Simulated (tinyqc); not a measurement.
Worked calculation: k.p values derived from sp3s* tight binding at Gamma. Values are carried at full precision from step to step, so a last printed digit may differ when a step is redone from the rounded ones.

At Gamma the states are two-level mixtures: s-like S+ (upper) and S- (lower) from [[Esa, Vss], [Vss, Esc]], p-like P- (valence) and P+ from [[Epa, Vxx], [Vxx, Epc]], and the bare s* levels. With real k in 1/angstrom and kz = 0, the phase sums over the four bonds are g0 = 1 - (a k/4)^2/2, g1 = i a kx/4, g3 = -(a/4)^2 kx ky to second order. Each mixture is written (anion, cation) with the anion part positive. c = hbar^2/2m0. No spin-orbit coupling.

Constants: hbar^2/2m0 = 3.80998211 eV angstrom^2.

Parameters, chosen for this exercise (near a published set for InAs, fitted to gaps, whose masses and valley positions are rough; shifted at random, so the results belong to these values and not to a real crystal): Esa = -9.478 eV (s level of the anion); Esc = -2.742 eV (s level of the cation); Epa = 0.917 eV (p level of the anion); Epc = 3.741 eV (p level of the cation); Vss = -5.629 eV (s-s); Vxx = 1.841 eV (px-px); a = 6.052 angstrom (lattice constant); Vsapc = 3.012 eV (s anion, p cation); Vscpa = 5.464 eV (s cation, p anion); Vxapc = 3.344 eV (s* anion, p cation); Vpaxc = 3.93 eV (p anion, s* cation); Exa = 7.463 eV (s* level of the anion); Exc = 6.694 eV (s* level of the cation); Vxy = 4.501 eV (px-py).

## States at Gamma

Solve the two blocks.

States:
```
state     E (eV)  anion part  cation part
S-     -12.66965    0.869897     0.493233
P-       0.00887    0.896824    -0.442388
S+       0.44965    0.493233    -0.869897
P+       4.64913    0.442388     0.896824
```

## Linear terms and the Kane energy

<s state|dH/dkx|x state> = i P with P = (a/4)(sa pc Vsapc + sc pa Vscpa), sa, sc and pa, pc being the parts of the two states; for s* on the anion P = (a/4) pc Vxapc, on the cation (a/4) pa Vpaxc. Ep = P^2/c for S+ to P-.

Couplings:
```
pair       P (eV angstrom)  E(first) - E(second) (eV)
S+ to P-          -7.44385                    0.44079
S+ to P+          -1.16559                   -4.19948
S- to P-           1.90313                  -12.67852
s*a to P-         -2.23825                    7.45413
s*c to P-          5.33259                    6.68513
```

Ep = 14.544 eV

The two terms of S+ to P- have the same sign and add: S+ and P- both change sign from anion to cation. An on-site momentum element between s and p, which real atoms have, is absent from this model.

## Electron mass

m0/m = [<S+|d2H/dkx^2|S+>/2 + sum P^2/(E(S+) - E(P))]/c over P- and P+, with the direct term -(a/4)^2 sa sc Vss.

parts of m0/m: direct -1.451, from P- 32.995, from P+ -0.085

mass = 0.0318 m0

The valence band supplies 105 % of m0/m; the direct term, which stands in for the free-electron 1, is -1.45. Sets of this kind were fitted to gaps and often give too heavy a mass, by up to a factor of two.

## Valence parameters L, M, N and the Luttinger values

Direct terms d0 = -(a/4)^2 pa pc Vxx, dN = -2 (a/4)^2 pa pc Vxy for P-. F = sum P^2/(E(P-) - E(s)) over S+, S-, s*a, s*c. The y state of P- couples to the z state of P+ through Q = (a/4) Vxy (pa p'c - pc p'a), primes for P+, and H1 = Q^2/(E(P-) - E(P+)). L = d0 + F, M = d0 + H1, N = dN + F + H1; g1 = -(L + 2M)/(3c), g2 = -(L - M)/(6c), g3 = -N/(6c).

d0, dN, F, Q, H1 (eV angstrom^2; Q in eV angstrom): [1.6720, 8.1757, -130.3486, 6.8100, -9.9943]

L, M, N (eV angstrom^2): [-128.677, -8.322, -132.167]

g1, g2, g3: [12.714, 5.265, 5.782]

Along [100] the masses without spin-orbit coupling are c/|L| = 0.030 (one band) and c/|M| = 0.458 (two bands).

## Checks

- Electron mass against a finite difference of the full bands: 0.03179 against 0.03180.
- L and M against finite differences along [100]: largest relative difference 2.7e-04.
- Lowest curvature along [111], (L + 2M + 2N)/3, against a finite difference: -136.55 against -136.51.

(tinyqc, `OMP_NUM_THREADS=1 python tinyqc.py 1481228 1481229 out.jsonl`, Intel(R) Xeon(R) Processor @ 2.30GHz, 1 thread, shared host, about 0.01 s.)
